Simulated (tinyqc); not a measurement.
# Ferroelectric hysteresis, discrete Preisach model: First-order reversal: partial erase after a full write

16 bistable elements (j, k) switch to +1 when V reaches u_j and to -1 when V falls to -u_k, and keep their state between. P = Ps sum w_jk s_jk. All elements start at -1. No time dependence and no dielectric part.

w_jk is proportional to exp[-(a_j^2 + a_k^2 - 2 cr a_j a_k)/(2 (1 - cr^2))], a_j = (u_j - Vc)/sg, and the weights sum to one. Sequence: +2 V, then -Vr (state P1), then +Vr (state P2), then -Vr again (P3).

Inputs (values chosen for the exercise):
- Ps = 37 uC/cm^2 (saturation polarisation)
- Vc = 1.1 V (mean coercive voltage)
- sg = 0.62 V (spread of the switching voltages)
- up = [0.25, 0.75, 1.25, 1.75] V (list of the u_j)
- cr = 0.8 (correlation of up and down voltages)

First-order reversal: partial erase after a full write:
```
Vr (V)  P1 (uC/cm^2)  P2 (uC/cm^2)  P3 (uC/cm^2)
0              37.00         37.00         37.00
0.5            27.30         32.56         27.30
1               3.72         29.41          3.72
1.5           -23.04         31.17        -23.04
2             -37.00         37.00        -37.00
```

What does the comparison show?

P1 falls from 37.0 to -37.0 uC/cm^2; the largest single drop, 26.8 uC/cm^2, comes between Vr = 1 and 1.5 V. P3 equals P1 in every row: a minor loop closes on itself (return-point memory). The height P2 - P1 of the minor loop goes from 5.26 uC/cm^2 at Vr = 0.5 V to 74.0 at full amplitude.

Computed by the program tinyqc: `OMP_NUM_THREADS=1 python tinyqc.py 2860065 2860066 out.jsonl`, one thread of a shared Intel Xeon 2.30GHz, about 0.01 s for the whole run.
